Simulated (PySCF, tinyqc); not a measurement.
A ladder of methods, and size consistency: correlation methods against full CI in the sto-6g basis, for Be, spin multiplicity 1. Computed by the program tinyqc with PySCF. 

Geometry (angstrom):
```
atom       x       y       z
Be    0.0000  0.0000  0.0000
```

RHF energy of one = -14.503361 hartree

All electrons correlated; +Q is the Davidson correction (1 - c0^2) E_corr. The last columns treat two copies 100 angstrom apart as one system. FCI is the lowest singlet.

Correlation energies (hartree):
```
method   E_corr of one  share of FCI (%)  E_corr of two at 100 angstrom  two minus twice one (mhartree)
MP2          -0.024549           46.5580                      -0.049098                          0.0000
CISD         -0.052718           99.9813                      -0.095951                          9.4843
CISD+Q       -0.058393          110.7458                      -0.111905                          4.8821
CCSD         -0.052722           99.9906                      -0.105445                          0.0000
CCSD(T)      -0.052722           99.9906                      -0.105445                          0.0000
FCI          -0.052727          100.0000                              -                               -
```

MP2 recovers 47 %, CISD 100.0 % and CCSD 100.0 % of the FCI value (c0^2 = 0.892 in CISD). MP2 and coupled cluster are size consistent, so their last column vanishes; CISD loses 9.48 mhartree, since a double excitation on each copy is a quadruple of the pair, and the Davidson correction leaves +4.88. The restricted reference is unstable here: a spin-polarised solution lies 0.0017 hartree lower (PySCF), so results built on it describe a poor reference.
